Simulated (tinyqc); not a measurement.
# CMOS inverter, nodal equation and switching: effects of single changes

An n-channel pull-down (bn, VTn) and a p-channel pull-up (bp, VTp) share the input Vin and the output node Vout, which carries the load C. Transistor (EKV form, voltages against the body): I = 2 n b Vt^2 [F(vp - Vs) - F(vp - Vd)] from drain to source, F(v) = ln^2(1 + exp(v/(2 Vt))), vp = (Vg - VT + sg |Vd - Vs|)/n. n-channel bodies are at 0; for the p-channel device all voltages are counted down from Vdd. b in uA/V^2 gives I in uA. Static: In = Ip. Transient: C dVout/dt = Ip - In. No velocity saturation, no gate capacitance beyond C.

Parameters, values chosen for the exercise:
- T = 400 K (temperature)
- Vdd = 1.2 V (supply voltage)
- n = 1.3 (slope factor)
- sg = 0.045 (drain-induced barrier lowering)
- VTn = 0.36 V (n-channel threshold)
- VTp = 0.31 V (p-channel threshold (magnitude))
- bn = 650 uA/V^2 (gain factor of the pull-down transistor)
- bp = 320 uA/V^2 (gain factor of the pull-up transistor)
- C = 0.51 fF (load capacitance)

Constants: q = 1.602176634e-19 C, kB = 1.380649e-23 J/K, Vt = kB T/q. Results are converted to the units shown.

Each table varies one quantity; the others keep the values above.

## Effect of the n-channel threshold

VM solves In = Ip with Vin = Vout; VIL and VIH are the inputs of gain -1, NML = VIL - Vout(VIH), NMH = Vout(VIL) - VIH. For a step input the delay to Vdd/2 is tHL = C times the integral of dV/(In - Ip) from Vdd/2 to Vdd at Vin = Vdd, and tLH likewise with Ip - In from 0 to Vdd/2 at Vin = 0.

Results:
```
VTn (V)  VM (V)  gain at VM  NML (V)  NMH (V)  tHL (ps)  tLH (ps)
0.15     0.4557      -21.97   0.2374   0.5742     1.042     2.883
0.2      0.4836      -22.14   0.2780   0.5525     1.140     2.881
0.3      0.5391      -22.21   0.3584   0.5092     1.389     2.881
0.35     0.5667      -22.22   0.3981   0.4876     1.547     2.881
0.4      0.5943      -22.22   0.4374   0.4659     1.735     2.881
0.45     0.6217      -22.22   0.4761   0.4442     1.960     2.881
0.5      0.6490      -22.22   0.5142   0.4225     2.233     2.881
```

Estimate the missing row, VTn = 0.25 V.

Computed row:
```
VTn (V)  VM (V)  gain at VM  NML (V)  NMH (V)  tHL (ps)  tLH (ps)
0.25     0.5114      -22.20   0.3184   0.5309     1.255     2.881
```

With this row back in the table: As VTn goes from 0.15 to 0.5 V, VM rises from 0.456 to 0.649 V, the size of the gain rises from 22.0 to 22.2, tHL rises from 1.04 to 2.23 ps and tLH stays near 2.88 ps. The smaller margin is largest, 0.444 V, at VTn = 0.45 V among the rows. In every row the overdrive passes 0.5 V, where velocity saturation, left out here, would lengthen the delays of short devices.

## Effect of the gain factor of the pull-up transistor

Same model as above.

Results:
```
bp (uA/V^2)  VM (V)  gain at VM  NML (V)  NMH (V)  tHL (ps)  tLH (ps)
130          0.5094      -22.22   0.3380   0.5646     1.582     7.091
200          0.5389      -22.22   0.3689   0.5265     1.582     4.609
310          0.5700      -22.22   0.4034   0.4862     1.582     2.974
720          0.6314      -22.22   0.4771   0.4085     1.582     1.280
1100         0.6624      -22.22   0.5162   0.3713     1.582    0.8380
1700         0.6937      -22.21   0.5566   0.3356     1.582    0.5422
2600         0.7233      -22.21   0.5951   0.3036     1.582    0.3545
```

Estimate the missing row, bp = 470 uA/V^2.

Computed row:
```
bp (uA/V^2)  VM (V)  gain at VM  NML (V)  NMH (V)  tHL (ps)  tLH (ps)
470          0.6002      -22.22   0.4388   0.4475     1.582     1.961
```

With this row back in the table: As bp goes from 130 to 2600 uA/V^2, VM rises from 0.509 to 0.723 V, the size of the gain stays near 22.2, tHL stays near 1.58 ps and tLH falls from 7.09 to 0.355 ps. The smaller margin is largest, 0.439 V, at bp = 470 uA/V^2 among the rows. A stronger pull-up raises VM and trades low-side against high-side margin. In every row the overdrive passes 0.5 V, where velocity saturation, left out here, would lengthen the delays of short devices.

## Energy per operation against supply voltage

A chain of 100 such gates sets the cycle time tc = 100 (tHL + tLH)/2; per gate and cycle the switching energy is 0.05 C Vdd^2 and the leakage energy Vdd Ileak tc, Ileak the mean supply current at Vin = 0 and Vdd.

Energy per operation against supply voltage:
```
Vdd (V)  tc (ns)  switching (aJ)  leakage (aJ)  total (aJ)
0.15       189.0          0.5737         25.71       26.28
0.2        82.84           1.020         15.98       17.00
0.25       37.10           1.594         9.425       11.02
0.3        17.44           2.295         5.592       7.887
0.35       8.842           3.124         3.475       6.598
0.4        4.911           4.080         2.317       6.397
0.5        1.990           6.375         1.296       7.671
0.6        1.072           9.180        0.9243       10.10
0.8       0.4971           16.32        0.6964       17.02
1         0.3107           25.50        0.6624       26.16
```

What does the comparison show?

The total energy goes from 26.3 through a minimum of 6.40 (at Vdd = 0.4 V among the rows listed) to 26.2 aJ, while the cycle time falls from 189 to 0.311 ns. Leakage makes up 98 % of the total in the first row and 2.5 % in the last. Below threshold the cycle lengthens exponentially and leakage flows for all of it, hence the minimum. At Vdd = 1 V the overdrive passes 0.5 V, where velocity saturation, left out here, would lengthen the delays of short devices. For Vdd = 0.15 to 0.35 V the supply is below a threshold, where mismatch, left out here, dominates margins and delay.

Computed by the program tinyqc: `OMP_NUM_THREADS=1 python tinyqc.py 2340075 2340076 out.jsonl`, one thread of a shared Intel Xeon 2.30GHz, about 0.03 s for the whole run.
